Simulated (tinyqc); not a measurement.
Worked calculation: Luttinger-Kohn k.p, four valence bands. One step of it, computed by the program tinyqc.

Problem. Bloch Hamiltonian at k. P = c g1 k^2, Q = c g2 (kx^2 + ky^2 - 2 kz^2), R = c sqrt3 [-g2 (kx^2 - ky^2) + 2i g3 kx ky], S = 2 c sqrt3 g3 (kx - i ky) kz, c = hbar^2/2m = 3.809982 eV angstrom^2; rows [P+Q, -S, R, 0], [-S*, P-Q, 0, R], [R*, 0, P-Q, S], [0, R*, S*, P+Q]. The path ends lie at |k| = 0.03 1/angstrom.

Luttinger parameters chosen for this model; energies are counted downward from the top of the valence band:

| parameter | value | unit |
|---|---|---|
| g1 | 14.730000 |  |
| g2 | 5.650000 |  |
| g3 | 6.920000 |  |

k point k (1/angstrom): -0.010000  0.015000  -0.032000

Give: H(k) at k.

Solution.

H(k) at k (eV), lower triangle (Hermitian):
```
                3/2           1/2          -1/2   -3/2
3/2           0.039
1/2   -0.029+0.044i         0.113
-1/2   0.005+0.014i         0.000         0.113
-3/2          0.000  0.005+0.014i  0.029-0.044i  0.039
```
